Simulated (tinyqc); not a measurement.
Capillary instabilities by surface diffusion: grooving and agglomeration of films, edge retraction, wire break-up and smoothing of roughness: one step, computed by the program tinyqc.

Isotropic surface energy; shapes change by surface diffusion alone.

Question. Retraction of a straight edge. A rim shaped as a circular segment with contact angle theta holds the area h x; its radius r obeys r^2 (theta - sin theta cos theta) = h x. To advance, the edge must carry a strip of the rim height H = r (1 - cos theta) over the rim, driven by the curvature 1/r over the distance r theta (the scaling argument of Brandon and Bradshaw): H dx/dt = B/(theta r^2) gives x^(5/2) = (5/2) B t c^(3/2)/(theta (1 - cos theta) h^(3/2)), c = theta - sin theta cos theta.

Inputs (values chosen for the exercise, of the order of those of a cobalt film):
```
quantity                              value     unit
contact angle on the substrate theta     90  degrees
temperature T                           930        K
time t                                   29        s
film thickness h                        4.5       nm
```

B = 3788.776 nm^4/s

Give: retraction x; rim height H; present speed.

Answer.

retraction x = 66.50 nm

rim height H = 13.80 nm

present speed = 0.9173 nm/s

The rim is 3.1 times the film thickness. x goes as t^(2/5) h^(-3/5): thin films retract faster.
